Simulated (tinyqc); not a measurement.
n-type polysilicon, carrier trapping at grain boundaries: two steps of the calculation.

One-dimensional grains of size Lg, uniform ionised doping N, monovalent traps Qt at each boundary at a depth Et below (for electrons) or above (for holes) the band edge there, abrupt depletion of width W on each side of a boundary, Boltzmann statistics. xi is the distance from the band edge at the grain centre to the Fermi level. Trapped charge Qt/(1 + exp((xi + VB - Et)/Vt)) = 2 N W, barrier VB = q N W^2/(2 eps0 eps_r).

Parameters, values chosen for the exercise; values of the order met in polycrystalline silicon:
- T = 300 K (temperature)
- eps_r = 11.7 (relative permittivity)
- NB = 2.8e19 cm^-3 (conduction-band density of states at T)
- Lg = 33 nm (grain size)
- Qt = 2.4e12 cm^-2 (trap density of a grain boundary)
- Et = 0.46 eV (depth of the trap level from the majority band edge at the boundary)
- ms = 0.49 m0 (mass for thermionic emission)
- fe = 1 (correction factor of the emission rate)
- mug = 93 cm^2/(V s) (mobility inside the grains)
- N = 6.2e17 cm^-3 (doping)

Constants: q = 1.602176634e-19 C, kB = 1.380649e-23 J/K, m0 = 9.1093837015e-31 kg, Vt = kB T/q, eps0 = 8.8541878128e-14 F/cm where lengths are in cm. Results are converted to the units shown.

Problem 1. Depletion width, Fermi level and barrier. If the trap equation with xi = Vt ln(NB/N) has a root W < Lg/2, the grain is partly depleted; otherwise W = Lg/2 and the trap equation gives xi = Et - VB + Vt ln(Qt/(N Lg) - 1). N* = Qt/Lg.

Wanted: N*; W; xi; VB; share of traps filled.

Solution 1.

N* = 7.2727e17 cm^-3
W = 16.500 nm
xi = 0.28412 V
VB = 0.13053 V
share of traps filled = 0.85250

N is 0.852 N*, and the grain is fully depleted; VB = 5.05 Vt.

Problem 2. Resistivity and effective mobility. n0 = NB exp(-xi/Vt); mean density n0 (1 - 2 W/Lg) by charge balance in a partly depleted grain, and n0 (sqrt(pi)/2) erf(u)/u with u = sqrt(VB/Vt) in a fully depleted one; v = sqrt(kB T/(2 pi ms m0)); barrier resistivity Vt exp(VB/Vt)/(q fe n0 v Lg); grain resistivity (1 - 2 W/Lg)/(q n0 mug); effective mobility 1/(q mean density total resistivity).

W = 16.5 nm
xi = 0.28411816 V
VB = 0.13052851 V

Find: n0; mean density; v; barrier resistivity; grain resistivity; resistivity; effective mobility.

Solution 2.

n0 = 4.7226e14 cm^-3
mean density = 1.8598e14 cm^-3
v = 3.8430e6 cm/s
barrier resistivity = 4199.5 ohm cm
grain resistivity = 0.0000 ohm cm
resistivity = 4199.5 ohm cm
effective mobility = 7.9912 cm^2/(V s)

The resistivity is 38800 times that of a single crystal with the same N and mobility mug, and the mean density is 0.0300 % of N.

Numbers from tinyqc (`OMP_NUM_THREADS=1 python tinyqc.py 2830143 2830144 out.jsonl`; about 0.01 s on one thread of a shared Intel Xeon 2.30GHz).
